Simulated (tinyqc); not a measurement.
Undoped symmetric double-gate MOSFET, analytic potential model: one step of the calculation.

An undoped body of thickness ts between two equal insulators and tied gates; long channel, electrons only, n = ni exp((psi - V)/Vt) with V the quasi-Fermi potential (0 at the source, Vd at the drain), constant mobility, no quantisation. Across the body psi(x) = V - 2 Vt ln[(ts/(2 beta)) sqrt(q ni/(2 eps0 eps_r Vt)) cos(2 beta x/ts)], x from the centre. Q is the electron charge per area of the whole body.

Question. Constants of the body. ni = sqrt(Nc Nv) exp(-Eg/(2 Vt)), Eg in volts; r = eps_r tox/(eox ts); V0 = dphi + 2 Vt ln[(2/ts) sqrt(2 eps0 eps_r Vt/(q ni))].

Parameters, values chosen for the exercise; material values those of a made-up semiconductor: temperature T = 273 K; band gap Eg = 1.03 eV; relative permittivity of the semiconductor eps_r = 10.7; conduction-band density of states at T Nc = 1.89e19 cm^-3; valence-band density of states at T Nv = 2e19 cm^-3; relative permittivity of the gate insulator eox = 8.62; insulator thickness tox = 2.9 nm; body thickness ts = 12 nm; gate work function less that of the intrinsic body dphi = 0.12 V.

Constants: q = 1.602176634e-19 C, kB = 1.380649e-23 J/K, Vt = kB T/q, eps0 = 8.8541878128e-14 F/cm where lengths are in cm. Results are converted to the units shown.

Give: ni; r; V0.

Answer.

ni = 6.046e9 cm^-3
r = 0.3000
V0 = 0.5591 V

Numbers from tinyqc (`OMP_NUM_THREADS=1 python tinyqc.py 2440073 2440074 out.jsonl`; about 0.01 s on one thread of a shared Intel Xeon 2.30GHz).
